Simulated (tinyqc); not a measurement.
Inside a calculation. Model: one electron in a tunnel-coupled double dot: charge qubit, sensing and quantum capacitance.

Program tinyqc, `OMP_NUM_THREADS=1 python tinyqc.py 2470030 2470031 out.jsonl`; Intel Xeon 2.30GHz, shared host, one thread, about 0.01 s. Printed values are rounded.

Basis (left, right), H = [[ep/2, tc], [tc, -ep/2]], splitting Om = sqrt(ep^2 + 4 tc^2), ep = al times the gate voltage. In equilibrium the electron is on the right with the chance P_R = [1 + (ep/Om) tanh(Om/2 kB T)]/2.

Parameters, values chosen for the exercise: tunnel coupling tc = 17 ueV; electron temperature T = 0.21 K; lever arm of the gate on the detuning al = 0.55 eV/V; parasitic capacitance of the resonator Cp = 0.7 pF; resonator frequency f0 = 668 MHz; loaded quality factor Q = 41; deviation of quasi-static detuning noise se = 4.4 ueV; detuning ep = 68 ueV.

Constants: q = 1.602176634e-19 C, kB = 1.380649e-23 J/K, hbar = 1.054571817e-34 J s, h = 6.62607015e-34 J s, Vt = kB T/q. Results are converted to the units shown.

## Splitting and occupation

Also the frequency Om/h, the mixing angle arctan2(2 tc, ep) and the weight of the right dot in the ground state, (1 + ep/Om)/2.

Om = 76.02631 ueV
Om/h = 18.38308 GHz
mixing angle = 26.56505 degree
ground-state weight = 0.9472136
kB T = 18.09640 ueV
P_R = 0.9340147

## Capacitance seen by a resonator

q^2 al^2 dP_R/d(ep) splits into Cq = q^2 al^2 (2 tc^2/Om^3) tanh(Om/2 kB T) and Ct = q^2 al^2 (ep/Om)^2/(4 kB T cosh^2(Om/2 kB T)); Ct appears only if relaxation is faster than the drive. A resonator of frequency f0, capacitance Cp and quality factor Q shifts by df = -f0 Cq/(2 Cp) and its phase by -2 Q Cq/Cp.

Cq = 61.86732 aF
Ct = 31.15081 aF
df = -29.51955 kHz
phase shift = -415.2405 millidegree

## Dephasing by charge noise

Noise in ep shifts Om by (ep/Om) d + (2 tc^2/Om^3) d^2. For Gaussian d of deviation se the spread of Om is sqrt[(ep se/Om)^2 + 2 (2 tc^2 se^2/Om^3)^2], and T2* is estimated as sqrt(2) hbar/spread; Om T2*/h counts the oscillations within T2*.

first-order spread = 3.935480 ueV
second-order spread = 0.03601276 ueV
T2* = 0.2365184 ns
oscillations within T2* = 4.347937

At ep = 0 the first-order term vanishes and T2* would be 2.31 ns.
